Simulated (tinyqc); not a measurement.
# Correction of a charged-defect supercell by a model charge and potential alignment (plane-averaged potentials), step by step

A worked calculation. Computed by tinyqc, a small Python program that keeps every step. Command: `OMP_NUM_THREADS=1 python tinyqc.py 3111720 3111721 out.jsonl align walk`. One thread of a shared host (Intel(R) Xeon(R) Processor @ 2.30GHz), about 0.01 s of CPU time with the checks. Intermediate numbers are printed to about 5 digits and carried at full precision; extremes and crossings named in words are read from the listed rows.

The "true" defect charge is (1 - x) q in a Gaussian of width sigma plus x q in one of width sigma_t, so the exact answer is known; the correction sees only a single model Gaussian of width sigma_m. A Gaussian of width s has the transform rho(G) = exp(-G^2 s^2/2), normalised to 1. A uniform background cancels q, so G = 0 is left out. Potentials are those felt by a unit positive charge. E_0 is the formation energy of the isolated defect, E_cell its value in the supercell, E_lat = E_iso - E_per of the model charge, C the true less the model potential far from the defect; the exact correction is E_0 - E_cell, and the error of a scheme is E_cell plus its correction less E_0.

Inputs (values chosen for the exercise, with screening close to that of 4H-SiC):

| quantity | value | unit |
|---|---|---|
| defect charge q | 3 | e |
| dielectric constant eps | 9.6 | - |
| edge of the cubic cell L | 13.9 | angstrom |
| width sigma of the true defect charge | 1 | angstrom |
| width sigma_m of the model charge | 0.72 | angstrom |
| share x of the charge in a wide tail | 0.21 | - |
| width sigma_t of the tail | 1.5 | angstrom |
| formation energy of the isolated defect E_0 | 2.49 | eV |

Constants: e^2/(4 pi eps_0) = 14.39964548 eV angstrom.

## The supercell energy and its true error

Periodic energy E_per = (2 pi q^2/(eps L^3)) (e^2/(4 pi eps_0)) sum_(G != 0) rho(G)^2/G^2, G = (2 pi/L)(n1, n2, n3), |n_i| <= 16. Isolated energy: two Gaussians of charges q_a, q_b and widths a, b interact by q_a q_b (e^2/(4 pi eps_0 eps)) sqrt(2/pi)/sqrt(a^2 + b^2), and the self-energy is half the sum over pairs. Supercell value E_cell = E_0 + E_per - E_iso for the true charge.

E_iso, true charge = 3.4799 eV

E_per, true charge = 2.1419 eV

E_cell = 1.1521 eV

exact correction = 1.3379 eV

## Lattice energy of the model charge

E_lat = E_iso - E_per for the model charge; point-charge value alpha q^2 e^2/(4 pi eps_0 eps 2 L) with alpha = 2.837297.

E_iso, model = 5.2891 eV

E_per, model = 3.9277 eV

E_lat = 1.3614 eV

point-charge value = 1.3778 eV

## Plane-averaged potentials

Plane-averaged potential at distance z from the defect: V(z) = (4 pi q/(eps L^3)) (e^2/(4 pi eps_0 e)) sum_(m != 0) rho(G_m) cos(G_m z)/G_m^2, G_m = 2 pi m/L, |m| <= 40.

Potentials (V):

| z/L | z (angstrom) | true | model | difference |
|---|---|---|---|---|
| 0.00 | 0.000 | 0.22328 | 0.26040 | -0.037119 |
| 0.05 | 0.695 | 0.20307 | 0.22910 | -0.026034 |
| 0.10 | 1.390 | 0.15176 | 0.15925 | -0.007497 |
| 0.15 | 2.085 | 0.08794 | 0.08501 | 0.002935 |
| 0.20 | 2.780 | 0.02551 | 0.01902 | 0.006499 |
| 0.25 | 3.475 | -0.02942 | -0.03692 | 0.007497 |
| 0.30 | 4.170 | -0.07493 | -0.08269 | 0.007758 |
| 0.35 | 4.865 | -0.11046 | -0.11828 | 0.007819 |
| 0.40 | 5.560 | -0.13588 | -0.14371 | 0.007831 |
| 0.45 | 6.255 | -0.15113 | -0.15896 | 0.007833 |
| 0.50 | 6.950 | -0.15621 | -0.16405 | 0.007834 |

The difference moves by 0.00 mV between z/L = 0.4 and 0.5: a plateau.

## Alignment and corrected energy

C = difference at z = L/2; E_corr = E_cell + E_lat - q C. For charges that have died out at L/2, C = (2 pi q/(eps L^3)) (e^2/(4 pi eps_0 e)) (<s^2> - sigma_m^2), <s^2> = (1 - x) sigma^2 + x sigma_t^2.

alignment C = 0.0078337 V

C, closed form = 0.0078337 V

E_corr = 2.4900 eV

error with alignment (rounded to 1e-4 meV) = 2.00e-04 meV

error without alignment = 23.501 meV

error with the point-charge term alone = 39.874 meV

error without correction = -1337.9 meV

Errors are measured against E_0. Alignment cuts the error of the model charge from 24 to below 0.001 meV.

## Errors against cell size

Schemes: none; point-charge term alpha q^2 e^2/(4 pi eps_0 eps 2 L), alpha = 2.837297; E_lat of the model; E_lat - q C with C at z = L/2.

Error against E_0 (meV):

| L (angstrom) | none | point charge | model charge | model and alignment |
|---|---|---|---|---|
| 9.73 | -1852.0 | 116.25 | 68.516 | 0.17731 |
| 11.80 | -1557.8 | 65.18 | 38.414 | 0.00735 |
| 13.90 | -1337.9 | 39.87 | 23.501 | 0.00020 |

Between the last two rows the uncorrected error scales as L^-0.93 and the point-charge remainder as L^-3.00. With alignment the error is +0.2 meV in the smallest cell and 0.00 meV in the largest.

Checks made by the program: E_lat against the point-charge value less 2 pi q^2 sigma_m^2 e^2/(4 pi eps_0 eps L^3) (relative difference 2e-07).
